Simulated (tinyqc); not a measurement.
Field emission through a triangular barrier, exact transmission by Airy functions: one step of the calculation.

The left lead has its band edge at 0; for x > 0 the edge falls without end, U(x) = U0 - F x, with mass m1. No transverse momentum; C = hbar^2/(2 m0); psi and psi'/m are continuous at x = 0. The outgoing solution is Bi(z) + i Ai(z).

Question. Scaled variables. Energy scale e = (C F^2/m1)^(1/3), z(x) = (U(x) - E)/e, s = (dz/dx)/m1 = -F/(e m1); v = k/m in a lead. vL = sqrt(mL E/C)/mL.

Inputs (values chosen for the exercise); masses and offsets close to those of InGaAs wells and InP barriers:
- mL = 0.042 m0 (mass in the left lead)
- U0 = 0.24 eV (barrier edge at x = 0)
- m1 = 0.078 m0 (mass in the barrier)
- E = 0.157 eV (electron energy)
- F = 0.0026 V/nm (field in the barrier)

Constants: q = 1.602176634e-19 C, hbar = 1.054571817e-34 J s, m0 = 9.1093837015e-31 kg, hbar^2/(2 m0) = 0.0380998212 eV nm^2. Results are converted to the units shown.

Give: e; z(0); s; vL; turning point (U0 - E)/F.

Answer.

e = 0.01489 eV
z(0) = 5.574
s = -2.238 1/nm
vL = 9.905 1/nm
turning point (U0 - E)/F = 31.92 nm

Program tinyqc, `OMP_NUM_THREADS=1 python tinyqc.py 2580109 2580110 out.jsonl`; Intel Xeon 2.30GHz, shared host, one thread, about 0.01 s.
